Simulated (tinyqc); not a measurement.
## Capacitances against the distance to each plane

Endless row of lines of width wl, height tl and space sl between grounded planes at distance hd; e2 fills the gaps beside the lines, e1 the rest. Laplace's equation is solved on meshes of 3, 6 and 12 steps per unit u and extrapolated (Aitken), which is good to about 0.2 %. C_even (all lines at 1 V) is the capacitance Cg to the planes; C_odd (neighbours in antiphase) = Cg + 4 Cc if only nearest neighbours couple, which defines Cc; total with quiet neighbours Cg + 2 Cc. Plate values 2 eps0 e1 wl/hd and eps0 e2 tl/sl.

Values chosen for this exercise: relative permittivity above and below the lines e1 = 2.7; relative permittivity between the lines e2 = 2.4; line width, in units u wl = 6 u; line height tl = 8 u; space between lines sl = 6 u.

Constants: eps0 = 8.8541878128e-12 F/m. Results are converted to the units shown.

The same in every row: plate Cc (aF/um) = 28.3.

Results:

| hd (u) | Cg (aF/um) | Cc (aF/um) | Cg + 2 Cc (aF/um) | C_odd (aF/um) | plate Cg (aF/um) | share of coupling, 2 Cc/(Cg + 2 Cc) (%) |
|---|---|---|---|---|---|---|
| 2 | 229 | 20.7 | 271 | 312 | 143 | 15.3 |
| 3 | 163 | 24.9 | 212 | 262 | 95.6 | 23.4 |
| 4 | 126 | 28.3 | 183 | 240 | 71.7 | 30.9 |
| 6 | 87.7 | 33.5 | 155 | 222 | 47.8 | 43.4 |
| 8 | 67.1 | 37.3 | 142 | 216 | 35.9 | 52.6 |
| 10 | 54.4 | 40.0 | 134 | 214 | 28.7 | 59.5 |

Estimate the missing row, hd = 5 u.

Computed row:

| hd (u) | Cg (aF/um) | Cc (aF/um) | Cg + 2 Cc (aF/um) | C_odd (aF/um) | plate Cg (aF/um) | share of coupling, 2 Cc/(Cg + 2 Cc) (%) |
|---|---|---|---|---|---|---|
| 5 | 103 | 31.1 | 166 | 228 | 57.4 | 37.6 |

With this row back in the table: As hd goes from 2 to 10, Cg falls from 229 to 54.4 aF/um, Cc rises from 20.7 to 40.0 aF/um and the share of coupling rises from 15.3 to 59.5 %. Cg is 1.60 times its plate value in the first row and 1.90 times in the last; for Cc the ratios are 0.732 and 1.41. Neighbours in antiphase raise the load by a factor of 1.15 and 1.60 over quiet ones. For hd = 10 the planes are farther than 0.8 of the pitch, so second neighbours couple too and Cg + 2 Cc understates the quiet load by a per cent or more.

tinyqc, about 0.7 s, one thread, Intel Xeon 2.30GHz (shared host): `OMP_NUM_THREADS=1 python tinyqc.py 2790191 2790192 out.jsonl`
